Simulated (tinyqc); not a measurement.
Inside a calculation. Method: UHF in the 6-31g basis, for H3-, spin multiplicity 1. The basis has no diffuse functions, so it cannot describe the extra electron: this is an exercise in the method, not the real anion. One step of it, computed by the program tinyqc.

Task: Iteration 3: DIIS coefficients. Solve [B -1; -1 0][c; lambda] = [0; -1] for the coefficients, which sum to one.

B (overlaps of the stored error matrices):
$$\begin{pmatrix}
4.6150818e-02 & 2.0521013e-02 \\
2.0521013e-02 & 1.0822928e-02
\end{pmatrix}$$

Give: DIIS coefficients.

Result:

DIIS coefficients: [-0.6087, 1.6087]
